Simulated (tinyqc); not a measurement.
# Changing the dopant density N_d

Model: defect equilibria of an oxide against oxygen pressure (mass action). Computed by tinyqc, a small Python program. Command: `OMP_NUM_THREADS=1 python tinyqc.py 3031361 3031362 out.jsonl brouwer sweep`. One thread of a shared host (Intel(R) Xeon(R) Processor @ 2.30GHz), about 0.02 s of CPU time with the checks.

Defects: oxygen vacancies V (charge +2), electrons n, holes p, the ionic partner X = O_i'' (charge -2), and the dopant. Activities are taken equal to concentrations.

Inputs (values chosen for the exercise, for a model oxide):

| quantity | value | unit |
|---|---|---|
| reduction enthalpy H_r | 5.39 | eV |
| prefactor K_r0 | 6.7e+67 | cm^-9 atm^(1/2) |
| gap E_g | 3.04 | eV |
| prefactor N_c N_v | 9.7e+42 | cm^-6 |
| disorder enthalpy H_s | 3.6 | eV |
| prefactor K_s0 | 1.1e+45 | cm^-6 |
| temperature T | 1200 | K |
| oxygen pressure P | 0.0002 | atm |
| electron mobility mu_n | 0.017 | cm^2/(V s) |
| hole mobility mu_p | 0.35 | cm^2/(V s) |
| vacancy diffusion prefactor D_0 | 0.23 | cm^2/s |
| vacancy migration energy E_m | 0.78 | eV |

Ionic disorder: anion Frenkel. Dopant (singly charged, fully ionised): donor.

Constants: k_B = 8.617333262e-05 eV/K; e = 1.602176634e-19 C.

Method:
- K_r = K_r0 exp(-H_r/k_B T) = [V] n^2 P^(1/2); K_i = N_c N_v exp(-E_g/k_B T) = n p; K_s = K_s0 exp(-H_s/k_B T) = [X] [V].
- Neutrality: 2 [V] + p + N_d = n + 2 [X]. With n as the unknown, [V] = K_r/(n^2 P^(1/2)), p = K_i/n, [X] = K_s/[V]; the log ratio is ln(positive/negative).
- The root is found by 60 bisections in ln n between n = 1e-10 and 1e25 cm^-3.
- sigma_n = e n mu_n, sigma_p = e p mu_p, sigma_ion = 2 e [V] mu_V with mu_V = 2 e D/(k_B T) and D = D_0 exp(-E_m/k_B T); only the oxygen vacancies carry ionic current, and the ionic transport number is sigma_ion over the total.

One run for each value:

| dopant density N_d (cm^-3) | n (cm^-3) | [V] (cm^-3) | p (cm^-3) | [X] (cm^-3) | ionic transport number |
|---|---|---|---|---|---|
| 1.00e+15 | 6.254e+15 | 2.794e+15 | 2.649e+14 | 2.991e+14 | 6.206e-02 |
| 6.00e+15 | 8.309e+15 | 1.583e+15 | 1.994e+14 | 5.280e+14 | 3.415e-02 |
| 3.00e+16 | 2.265e+16 | 2.130e+14 | 7.315e+13 | 3.924e+15 | 2.439e-03 |
| 2.00e+17 | 8.626e+16 | 1.469e+13 | 1.921e+13 | 5.690e+16 | 4.700e-05 |
| 1.00e+18 | 2.251e+17 | 2.157e+12 | 7.362e+12 | 3.875e+17 | 2.655e-06 |
| 6.00e+18 | 5.945e+17 | 3.092e+11 | 2.787e+12 | 2.703e+18 | 1.442e-07 |
| 3.00e+19 | 1.368e+18 | 5.838e+10 | 1.211e+12 | 1.432e+19 | 1.183e-08 |
| 2.00e+20 | 3.584e+18 | 8.510e+09 | 4.624e+11 | 9.821e+19 | 6.584e-10 |
| 1.00e+21 | 8.053e+18 | 1.685e+09 | 2.058e+11 | 4.960e+20 | 5.802e-11 |

Describe and explain the trends.

Over the rows, n (cm^-3) rises from 6.25e15 to 8.05e18 (exponent d ln y / d ln x 0.16 between the first rows and 0.50 between the last); [V] (cm^-3) falls from 2.79e15 to 1.68e9 (exponent d ln y / d ln x -0.32 between the first rows and -1.0 between the last); p (cm^-3) falls from 2.65e14 to 2.06e11 (exponent d ln y / d ln x -0.16 between the first rows and -0.50 between the last). The largest terms of the neutrality condition are 2 [V] = n from row 1; N_d = n from row 2; N_d = 2 [X] from row 4.

Caution (rows 3.00e16, 2.00e17, 1.00e18, 6.00e18, 3.00e19, 2.00e20, 1.00e21): X far outnumbers the oxygen vacancies, so the ionic conductivity given leaves out the majority ionic defect. Caution (rows 1.00e21): one of n, p, [V] and [X] is above 2e20 cm^-3, near 1 % of the sites of a usual oxide, where defects associate and the ideal mass-action laws fail.

Extremes, crossings and ranges named in words are read from the listed rows.
